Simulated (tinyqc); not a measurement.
Transverse acoustic branch against its sound line: Keating valence-force model of a tetrahedral crystal. Computed by tinyqc, a small Python program. Command: `OMP_NUM_THREADS=1 python tinyqc.py 3031394 3031395 out.jsonl keating walk`. One thread of a shared host (Intel(R) Xeon(R) Processor @ 2.30GHz), about 0.02 s of CPU time with the checks.

Atom A sits at 0 and atom B at a/4 (1,1,1) of an fcc lattice; the four bonds from A are t = a/4 (1,1,1), a/4 (1,-1,-1), a/4 (-1,1,-1), a/4 (-1,-1,1), of length d = sqrt(3) a/4. Energy: E = (3 alpha/(8 d^2)) sum over bonds (r.r - d^2)^2 + (3 beta/(8 d^2)) sum over pairs of bonds at one atom (r_i.r_j + d^2/3)^2, with beta_A for the six pairs at A and beta_B for the six at B. The cell holds two atoms, Omega = a^3/4. 1 N/m = 1 J/m^2. With constants fitted to the elastic moduli this model puts optical and zone-boundary frequencies of real crystals too high, by up to about 20 % in elemental crystals and up to about 50 % in compounds, and mostly by more for TA modes; in compounds the lattice part of the static dielectric constant then comes out too low.

Inputs (values chosen for the exercise, modelled on zinc selenide):

| quantity | value | unit |
|---|---|---|
| lattice constant a | 5.668 | angstrom |
| mass M_A | 65.38 | u |
| mass M_B | 78.97 | u |
| bond stretching alpha | 35.6 | N/m |
| bond bending beta_A | 4.24 | N/m |
| bond bending beta_B | 4.24 | N/m |

Structure: zinc blende.

Constants: nu for 1 eV/(angstrom^2 u) = 15.6333042 THz; 1 eV/angstrom^2 = 16.02176634 J/m^2; u = 1.6605390666e-27 kg.

Method:
- beta = (beta_A + beta_B)/2; C11 = (alpha + 3 beta)/a, C12 = (alpha - beta)/a, C44 = 4 alpha beta/(a (alpha + beta)); with the two sublattices clamped C44(0) = (alpha + beta)/a; internal-strain parameter zeta = (alpha - beta)/(alpha + beta); B = (C11 + 2 C12)/3.
- With displacements u exp(i q.r), each bracket changes by g.u, where g = (g_A, g_B): bond t, g = (-2 t, 2 t exp(i q.t)); pair (i, j) at A, g = (-(t_i + t_j), t_i exp(i q.t_j) + t_j exp(i q.t_i)); pair at B, g = (-t_i exp(-i q.t_j) - t_j exp(-i q.t_i), t_i + t_j). Then D_mn = sum over the 4 bonds and 12 pairs of (4 k/a^2) conj(g_m) g_n / sqrt(M_m M_n), with k = alpha or beta converted to eV/angstrom^2. Only the short-range forces enter; the Coulomb field of the charges is left out.
- An eigenvalue lambda of D in eV/(angstrom^2 u) gives nu = 15.6333042 THz x sqrt(lambda).
- The sound line is nu = v q/(2 pi) with v = sqrt(C44/rho), rho = (M_A + M_B)/Omega; the clamped line uses C44(0).

C44 = 26.7379 GPa

clamped C44(0) = 70.2893 GPa

Frequencies (THz) along G-X:

| q (2 pi/a) | lowest branch | sound line, relaxed C44 | sound line, clamped C44(0) | third-lowest frequency | highest frequency |
|---|---|---|---|---|---|
| 0.05 | 0.1986 | 0.1988 | 0.3223 | 0.3548 | 8.2416 |
| 0.15 | 0.5924 | 0.5964 | 0.9669 | 1.0610 | 8.2227 |
| 0.30 | 1.1606 | 1.1927 | 1.9338 | 2.0993 | 8.1619 |
| 0.45 | 1.6790 | 1.7891 | 2.9007 | 3.0929 | 8.0713 |
| 0.60 | 2.1188 | 2.3854 | 3.8677 | 4.0214 | 7.9671 |
| 0.75 | 2.4489 | 2.9818 | 4.8346 | 4.8642 | 7.8719 |
| 0.90 | 2.6387 | 3.5781 | 5.8015 | 5.5810 | 7.8104 |
| 1.00 | 2.6759 | 3.9757 | 6.4461 | 5.8360 | 7.7977 |

What does the comparison show, and why?

At small q the branch follows the relaxed line (0.999 of it, against 0.616 of the clamped one): in a long shear wave the sublattices shift against each other. At X it reaches 67 % of the relaxed line. Real tetrahedral semiconductors have flatter TA branches than a Keating model fitted to their elastic constants, which needs longer-ranged terms to mend.

Extremes, crossings and ranges named in words are read from the listed rows.
